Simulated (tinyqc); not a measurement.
Inside a calculation. Model: a chain with a side-coupled site and dephasing by Buettiker voltage probes.

tinyqc, about 0.01 s, one thread, Intel Xeon 2.30GHz (shared host): `OMP_NUM_THREADS=1 python tinyqc.py 2700014 2700015 out.jsonl` Printed values are rounded.

Sites 1 to 4 form a chain with hopping -t, and site 5 hangs on site 2 by -ts. Lead L joins site 1 and lead R site 4, both semi-infinite chains with hopping -t and site energy 0. Every site carries a probe with self-energy -i Gamma_p/2 that draws no net current. Linear response at zero temperature: mu_L = 1, mu_R = 0 in units of the bias.

Values chosen for this exercise: hopping (matrix element -t) t = 2.3 eV; site energies 1 to N U = [0, 0, 0, 0, -1.8] eV; Fermi energy E = -0.4 eV; probe broadening Gamma_p gp = 0.3 eV; hopping from site 2 to the side site 5 ts = 1.82 eV.

Constants: q = 1.602176634e-19 C, h = 6.62607015e-34 J s. Results are converted to the units shown.

## Green function

Sigma = t^2 g(E), g(x) = (x - i sqrt(4 t^2 - x^2))/(2 t^2) for |x| < 2 t and (x - sign(x) sqrt(x^2 - 4 t^2))/(2 t^2) otherwise; Gamma = -2 Im Sigma; G = (E - H - Sigma_L - Sigma_R + i Gamma_p/2)^(-1).

Sigma = -0.20000-2.29129i eV
Gamma = 4.58258 eV

G (1/eV):
```
                     1                    2                    3                    4
1   0.061447-0.272708i   0.150665-0.088935i   0.102494+0.140549i  -0.123674+0.106694i
2   0.150665-0.088935i  -0.081297-0.167654i   0.158095-0.096569i   0.102494+0.140549i
3   0.102494+0.140549i   0.158095-0.096569i   0.068966-0.283093i   0.270219+0.042837i
4  -0.123674+0.106694i   0.102494+0.140549i   0.270219+0.042837i  -0.052706-0.150722i
5  -0.181395+0.135051i   0.127574+0.204281i  -0.189893+0.145885i  -0.151084-0.166526i

                     5
1  -0.181395+0.135051i
2   0.127574+0.204281i
3  -0.189893+0.145885i
4  -0.151084-0.166526i
5   0.514085-0.320646i
```

## Transmissions between terminals

With Gamma the broadening by one lead, T_RL = Gamma^2 |G_(4,1)|^2, T_pL = Gamma Gamma_p |G_(p,1)|^2, T_pR = Gamma Gamma_p |G_(p,4)|^2, T_pq = Gamma_p^2 |G_(p,q)|^2 for p != q.

T_RL = 0.560256

```
probe      T_pL      T_pR
1      0.107432  0.036677
2      0.042081  0.041599
3      0.041599  0.102906
4      0.036677  0.035050
5      0.070310  0.069505
```

T_pq (in units of 1e-3):
```
         1        2        3        4        5
1  0.00000  2.75485  2.72331  2.40110  4.60286
2  2.75485  0.00000  3.08876  2.72331  5.22054
3  2.72331  3.08876  0.00000  6.73680  5.16077
4  2.40110  2.72331  6.73680  0.00000  4.55016
5  4.60286  5.22054  5.16077  4.55016  0.00000
```

## Probe potentials and effective transmission

No current into probe p: W mu = T_pL with W_pp = T_pL + T_pR + sum_q T_pq and W_pq = -T_pq. Then T_eff = T_RL + sum_p T_pR mu_p, and the resistance is (h/2q^2)/T_eff.

W:
```
           1          2          3          4          5
1   0.156592  -0.002755  -0.002723  -0.002401  -0.004603
2  -0.002755   0.097468  -0.003089  -0.002723  -0.005221
3  -0.002723  -0.003089   0.162215  -0.006737  -0.005161
4  -0.002401  -0.002723  -0.006737   0.088139  -0.004550
5  -0.004603  -0.005221  -0.005161  -0.004550   0.159349
```

mu_p, probe 1 to 5: [0.722872, 0.503114, 0.314991, 0.501421, 0.503114]
T_eff = 0.692657
resistance = 18.6332 kohm

Without probes the transmission is 0.7895. With them, 80.9 % of the current crosses without entering a probe.

## Current at both leads

In units of (2 q^2/h) times the bias, T_RL + sum_p T_pL (1 - mu_p) leaves L and T_RL + sum_p T_pR mu_p enters R.

current leaving L = 0.692657
current entering R = 0.692657

The two are equal: the probes conserve the current.
